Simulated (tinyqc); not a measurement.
What each parameter does: band gaps under pressure and temperature from deformation potentials.

Murnaghan: V/V0 = (1 + Bp P/B0)^(-1/Bp), B0 = (C11 + 2 C12)/3. Each gap moves by a ln(V/V0) with its volume potential a, and falls with temperature by aV T^2/(T + bV) (Varshni); the two effects are added. No change of phase is considered.

Inputs chosen for the exercise (near those of Ge, the X and L potentials typical of such crystals; shifted at random, so the results belong to these values and not to a real crystal): Eg = 0.886 eV (gap at Gamma to the s-like level at 0 K, 0 GPa); EgX = 0.941 eV (gap to X at 0 K, 0 GPa); EgL = 0.744 eV (gap to L at 0 K, 0 GPa); C11 = 130.1 GPa; C12 = 48.9 GPa; Bp = 4.87 (pressure derivative of the bulk modulus); aG = -9.44 eV (volume potential of the Gamma gap); aX = 1.87 eV (volume potential of the X gap); aL = -3.4 eV (volume potential of the L gap); aV = (0.604, 0.499, 0.5) meV/K (Varshni alpha of Gamma, X, L); bV = (298, 253, 252) K (Varshni beta of Gamma, X, L); P = 2.2 GPa (pressure); T = 0 K (temperature).

Gaps at P and T.

One parameter was then changed.

Results before and after:
```
case     Gamma (eV)  X (eV)  L (eV)
base         1.1417  0.8903  0.8361
changed      1.1417  0.8903  0.8269
```

Which of these changes was made? (a) P = 2.42 GPa; (b) C11 = 117.09 GPa; (c) aG = -8.496 eV; (d) T = 50 K; (e) aL = -3.06 eV; (f) Bp = 5.357; (g) aX = 1.683 eV; (h) C12 = 53.79 GPa.

Answer: (e) aL = -3.06 eV. Of the candidates, run in turn, only this one gives the changed row.

All candidates:
```
case              Gamma (eV)  X (eV)  L (eV)
base                  1.1417  0.8903  0.8361
T = 50 K              1.1374  0.8862  0.8320
C11 = 117.09 GPa      1.1562  0.8875  0.8413
C12 = 53.79 GPa       1.1319  0.8923  0.8326
Bp = 5.357            1.1401  0.8907  0.8355
aG = -8.496 eV        1.1162  0.8903  0.8361
aX = 1.683 eV         1.1417  0.8954  0.8361
aL = -3.06 eV         1.1417  0.8903  0.8269
P = 2.42 GPa          1.1656  0.8856  0.8447
```

Run: tinyqc, `OMP_NUM_THREADS=1 python tinyqc.py 1080235 1080236 out.jsonl`; Intel(R) Xeon(R) Processor @ 2.30GHz, one thread, shared host; about 0.01 s of CPU time with all checks.
